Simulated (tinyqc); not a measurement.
UHF in the 6-31g basis, for H4+, spin multiplicity 2, step by step. One step of it, computed by the program tinyqc.

Question. Iteration 1: diagonalisation and new density. Diagonalise F' = X^T F X, C = X C', fill 2 alpha and 1 beta electrons from the bottom; D(s) = C_occ C_occ^T. Each column has its largest component positive (the first on a tie).

F(alpha) (hartree):
```
,1H 1s,1H 2s,2H 1s,2H 2s,3H 1s,3H 2s,4H 1s,4H 2s
1H 1s,-0.172156,-0.488826,-0.186088,-0.288094,0.008442,-0.012592,0.007822,0.010079
1H 2s,-0.488826,-0.425522,-0.318609,-0.363925,-0.000368,-0.048540,0.010079,0.010581
2H 1s,-0.186088,-0.318609,-0.122392,-0.566271,-0.053280,-0.166021,0.008442,-0.000368
2H 2s,-0.288094,-0.363925,-0.566271,-0.488939,-0.166021,-0.218748,-0.012592,-0.048540
3H 1s,0.008442,-0.000368,-0.053280,-0.166021,-0.122392,-0.566271,-0.186088,-0.318609
3H 2s,-0.012592,-0.048540,-0.166021,-0.218748,-0.566271,-0.488939,-0.288094,-0.363925
4H 1s,0.007822,0.010079,0.008442,-0.012592,-0.186088,-0.288094,-0.172156,-0.488826
4H 2s,0.010079,0.010581,-0.000368,-0.048540,-0.318609,-0.363925,-0.488826,-0.425522
```

F(beta) (hartree):
```
,1H 1s,1H 2s,2H 1s,2H 2s,3H 1s,3H 2s,4H 1s,4H 2s
1H 1s,-0.073194,-0.393705,-0.114689,-0.209191,-0.020927,-0.034116,-0.005049,-0.009905
1H 2s,-0.393705,-0.311859,-0.196038,-0.245534,-0.047712,-0.081968,-0.009905,-0.020704
2H 1s,-0.114689,-0.196038,0.156334,-0.364402,-0.133004,-0.213538,-0.020927,-0.047712
2H 2s,-0.209191,-0.245534,-0.364402,-0.319947,-0.213538,-0.246507,-0.034116,-0.081968
3H 1s,-0.020927,-0.047712,-0.133004,-0.213538,0.156334,-0.364402,-0.114689,-0.196038
3H 2s,-0.034116,-0.081968,-0.213538,-0.246507,-0.364402,-0.319947,-0.209191,-0.245534
4H 1s,-0.005049,-0.009905,-0.020927,-0.034116,-0.114689,-0.209191,-0.073194,-0.393705
4H 2s,-0.009905,-0.020704,-0.047712,-0.081968,-0.196038,-0.245534,-0.393705,-0.311859
```

X:
```
,1H 1s,1H 2s,2H 1s,2H 2s,3H 1s,3H 2s,4H 1s,4H 2s
1H 1s,1.254836,-0.501703,0.022434,0.042791,0.002989,-0.013714,-0.001178,0.006040
1H 2s,-0.501703,1.424059,0.052653,-0.424711,-0.029002,0.134557,0.006040,-0.047739
2H 1s,0.022434,0.052653,1.269554,-0.545316,-0.000247,0.083034,0.002989,-0.029002
2H 2s,0.042791,-0.424711,-0.545316,1.574215,0.083034,-0.415748,-0.013714,0.134557
3H 1s,0.002989,-0.029002,-0.000247,0.083034,1.269554,-0.545316,0.022434,0.052653
3H 2s,-0.013714,0.134557,0.083034,-0.415748,-0.545316,1.574215,0.042791,-0.424711
4H 1s,-0.001178,0.006040,0.002989,-0.013714,0.022434,0.042791,1.254836,-0.501703
4H 2s,0.006040,-0.047739,-0.029002,0.134557,0.052653,-0.424711,-0.501703,1.424059
```

Give: F' = X^T F X; orbital energies; coefficients C; F' = X^T F X; orbital energies; coefficients C; D(alpha) after iteration 1; D(beta) after iteration 1.

Answer.

F' = X^T F X (alpha) (hartree):
```
,1,2,3,4,5,6,7,8
1,0.217,-0.524,-0.033,-0.095,0.006,0.013,0.003,0.004
2,-0.524,0.006,-0.092,-0.181,0.000,0.029,0.004,-0.003
3,-0.033,-0.092,0.395,-0.693,0.015,-0.007,0.006,0.000
4,-0.095,-0.181,-0.693,0.087,-0.007,-0.141,0.013,0.029
5,0.006,0.000,0.015,-0.007,0.395,-0.693,-0.033,-0.092
6,0.013,0.029,-0.007,-0.141,-0.693,0.087,-0.095,-0.181
7,0.003,0.004,0.006,0.013,-0.033,-0.095,0.217,-0.524
8,0.004,-0.003,0.000,0.029,-0.092,-0.181,-0.524,0.006
```

orbital energies (alpha) (hartree): MO1 -0.692, MO2 -0.646, MO3 -0.289, MO4 -0.174, MO5 0.644, MO6 0.651, MO7 0.917, MO8 0.999

coefficients C (alpha):
```
,MO1,MO2,MO3,MO4,MO5,MO6,MO7,MO8
1H 1s,0.160,0.212,0.247,-0.211,0.906,-0.910,0.049,0.033
1H 2s,0.200,0.267,0.499,-0.515,-0.901,0.945,0.105,-0.378
2H 1s,0.219,0.185,-0.146,0.208,-0.027,-0.025,0.918,-0.964
2H 2s,0.308,0.340,-0.370,0.668,0.199,-0.279,-0.741,1.302
3H 1s,0.219,-0.185,-0.146,-0.208,-0.027,0.025,0.918,0.964
3H 2s,0.308,-0.340,-0.370,-0.668,0.199,0.279,-0.741,-1.302
4H 1s,0.160,-0.212,0.247,0.211,0.906,0.910,0.049,-0.033
4H 2s,0.200,-0.267,0.499,0.515,-0.901,-0.945,0.105,0.378
```

F' = X^T F X (beta) (hartree):
```
,1,2,3,4,5,6,7,8
1,0.287,-0.485,-0.001,-0.062,-0.008,-0.003,-0.002,-0.003
2,-0.485,0.050,-0.041,-0.135,-0.018,0.009,-0.003,-0.010
3,-0.001,-0.041,0.622,-0.594,-0.039,-0.053,-0.008,-0.018
4,-0.062,-0.135,-0.594,0.173,-0.053,-0.188,-0.003,0.009
5,-0.008,-0.018,-0.039,-0.053,0.622,-0.594,-0.001,-0.041
6,-0.003,0.009,-0.053,-0.188,-0.594,0.173,-0.062,-0.135
7,-0.002,-0.003,-0.008,-0.003,-0.001,-0.062,0.287,-0.485
8,-0.003,-0.010,-0.018,0.009,-0.041,-0.135,-0.485,0.050
```

orbital energies (beta) (hartree): MO1 -0.537, MO2 -0.376, MO3 -0.233, MO4 -0.004, MO5 0.666, MO6 0.673, MO7 0.998, MO8 1.077

coefficients C (beta):
```
,MO1,MO2,MO3,MO4,MO5,MO6,MO7,MO8
1H 1s,0.158,0.250,0.223,-0.120,0.913,-0.918,0.040,0.023
1H 2s,0.217,0.450,0.516,-0.411,-0.887,0.938,0.109,-0.346
2H 1s,0.170,0.070,-0.123,0.184,-0.019,-0.014,0.932,-0.984
2H 2s,0.330,0.104,-0.407,0.845,0.185,-0.299,-0.716,1.233
3H 1s,0.170,-0.070,-0.123,-0.184,-0.019,0.014,0.932,0.984
3H 2s,0.330,-0.104,-0.407,-0.845,0.185,0.299,-0.716,-1.233
4H 1s,0.158,-0.250,0.223,0.120,0.913,0.918,0.040,-0.023
4H 2s,0.217,-0.450,0.516,0.411,-0.887,-0.938,0.109,0.346
```

D(alpha) after iteration 1:
```
,1H 1s,1H 2s,2H 1s,2H 2s,3H 1s,3H 2s,4H 1s,4H 2s
1H 1s,0.070,0.089,0.074,0.121,-0.004,-0.023,-0.019,-0.025
1H 2s,0.089,0.112,0.093,0.152,-0.006,-0.029,-0.025,-0.031
2H 1s,0.074,0.093,0.082,0.130,0.014,0.005,-0.004,-0.006
2H 2s,0.121,0.152,0.130,0.210,0.005,-0.021,-0.023,-0.029
3H 1s,-0.004,-0.006,0.014,0.005,0.082,0.130,0.074,0.093
3H 2s,-0.023,-0.029,0.005,-0.021,0.130,0.210,0.121,0.152
4H 1s,-0.019,-0.025,-0.004,-0.023,0.074,0.121,0.070,0.089
4H 2s,-0.025,-0.031,-0.006,-0.029,0.093,0.152,0.089,0.112
```

D(beta) after iteration 1:
```
,1H 1s,1H 2s,2H 1s,2H 2s,3H 1s,3H 2s,4H 1s,4H 2s
1H 1s,0.025,0.034,0.027,0.052,0.027,0.052,0.025,0.034
1H 2s,0.034,0.047,0.037,0.071,0.037,0.071,0.034,0.047
2H 1s,0.027,0.037,0.029,0.056,0.029,0.056,0.027,0.037
2H 2s,0.052,0.071,0.056,0.109,0.056,0.109,0.052,0.071
3H 1s,0.027,0.037,0.029,0.056,0.029,0.056,0.027,0.037
3H 2s,0.052,0.071,0.056,0.109,0.056,0.109,0.052,0.071
4H 1s,0.025,0.034,0.027,0.052,0.027,0.052,0.025,0.034
4H 2s,0.034,0.047,0.037,0.071,0.037,0.071,0.034,0.047
```
